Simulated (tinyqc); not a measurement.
Line shape against size: Raman line shape of confined optical phonons and breathing modes of small crystals. Computed by tinyqc, a small Python program. Command: `OMP_NUM_THREADS=1 python tinyqc.py 3020692 3020693 out.jsonl confine walk`. One thread of a shared host (Intel(R) Xeon(R) Processor @ 2.30GHz), about 0.02 s of CPU time with the checks.

Confinement in 1 direction(s) lets phonons with q away from zero scatter light. q is in units of 2 pi/a, from 0 to 1, and the branch is isotropic: omega(q)^2 = (omega_0^2 + omega_X^2)/2 + ((omega_0^2 - omega_X^2)/2) cos(pi q). The model and its constant beta are phenomenological; beta = 8 is the common choice.

Inputs (values chosen for the exercise, modelled on silicon):
```
quantity,value,unit
bulk frequency omega_0,520.8,1/cm
frequency at the zone boundary omega_X,424,1/cm
natural width Gamma_0,3.5,1/cm
lattice constant a,5.431,angstrom
size L,5.6,nm
confinement constant beta,4,-
```

Shape: film.

Method:
- Weight W(q) = q^0 exp(-(2 L q/a)^2/(2 beta)) dq, that is exp(-k^2 L^2/(2 beta pi^2)) for k = 2 pi q/a.
- Width q_c = a sqrt(2 beta)/(2 L), where the exponential falls to 1/e; curvature of the branch: omega(q) = omega_0 - c q^2, c = pi^2 (omega_0^2 - omega_X^2)/(8 omega_0); for small q_c the mean of q^2 is (number of confined directions) q_c^2/2, and the mean shift is -c times that.
- I(omega) = int W(q) / [(omega - omega(q))^2 + (Gamma_0/2)^2] dq / int W dq x (Gamma_0/2)^2, by 400 Gauss-Legendre points on 0 < q < min(1, 2.5 a sqrt(2 beta)/L).
- The peak is the maximum of I; the width is taken between the half-maximum points, and the asymmetry is the low-side half-width over the high-side one.

mean shift, quadratic estimate = -2.03769 1/cm

Line shape:
```
L (nm),peak shift (1/cm),full width (1/cm),asymmetry,"mean shift, quadratic estimate (1/cm)"
3,-0.86677,7.3045,2.3507,-7.1002
3.6,-0.81696,6.6141,2.0897,-4.9307
4.4,-0.75043,5.9217,1.832,-3.3007
5.5,-0.6633,5.2562,1.5889,-2.1125
7,-0.55769,4.6731,1.3804,-1.3041
10,-0.3951,4.0656,1.1698,-0.63902
15,-0.23191,3.6924,1.0481,-0.28401
25,-0.097706,3.5333,1.0049,-0.10224
```

What does the comparison show, and why?

The peak shift falls with exponent -0.32 at the small end and -1.69 at the large end. For still larger L it tends to the mean shift, which goes as 1/L^2; the ratio is 0.12 in the first row and 0.96 in the last. The width exceeds Gamma_0 by over 10 % for L up to 10 nm. In a film the weight is largest at q = 0, so the peak hardly moves and a tail grows instead.

Extremes, crossings and ranges named in words are read from the listed rows.
